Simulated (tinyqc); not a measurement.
Strain, valley repopulation and piezoresistance in a many-valley conduction band: one step, computed by the program tinyqc.

Valleys are ellipsoids with mass m_l along the axis a and m_t across it, parabolic, with one constant relaxation time; strain shifts the valleys and leaves the masses alone. Currents are taken along [100], in the plane, and along [001], across the plane.

Problem. Populations. Each of the 4 valleys holds n_v = N_v (2/sqrt(pi)) F_1/2((E_F - dE_v)/(k_B T)), N_v = 2 (m_d k_B T/(2 pi hbar^2))^(3/2), m_d = (m_l m_t^2)^(1/3); E_F solves sum n_v = n and is counted from the unstrained edge. F_j(eta) = int_0^infinity x^j/(1 + exp(x - eta)) dx, without a gamma-function factor. It is evaluated after integrating by parts. Integrals over x = E/(k_B T) use 160 Gauss-Legendre points in u = sqrt(x) from 0 to sqrt(max(eta, 0) + 32).

Inputs (values chosen for the exercise, modelled on germanium):
```
quantity,value,unit
longitudinal mass m_l,1.61,m_0
transverse mass m_t,0.0815,m_0
electron density n,3.7e+17,1/cm^3
temperature T,250,K
```

Valley axes: <111> (4 valleys). Load: biaxial in the (001) plane.

shifts dE (meV): [111] -16.39881, [-111] -16.39881, [1-11] -16.39881, [11-1] -16.39881

Constants: k_B = 8.617333262e-05 eV/K; m_0 = 9.1093837015e-31 kg; k_B = 1.380649e-23 J/K; hbar = 1.054571817e-34 J s.

Give: Fermi level E_F; share of the electrons.

Solution.

Fermi level E_F = -81.98 meV

share of the electrons: [111] 0.25, [-111] 0.25, [1-11] 0.25, [11-1] 0.25

Caution: strain near 1 % also warps the bands and changes masses and intervalley scattering, which this model leaves out.
